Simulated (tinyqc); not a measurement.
From results to parameters: two-site tight-binding chain. Computed by the program tinyqc.

Problem. A two-site chain has site energies +delta (A) and -delta (B) and hoppings t1 > t2 > 0, so E = +/- sqrt(delta^2 + |t1 + t2 exp(-ika)|^2). Find delta, t1 and t2.

upper band at k = 0 = 4.299442 eV
upper band at the zone edge = 1.240645 eV
weight of the upper band on site A at the zone edge = 0.967499

Solution. The weight on A is (1 + delta/E)/2, which gives delta; then t1 + t2 = sqrt(E(0)^2 - delta^2) and t1 - t2 = sqrt(E(edge)^2 - delta^2).

delta, t1, t2 (eV): 1.160  2.290  1.850
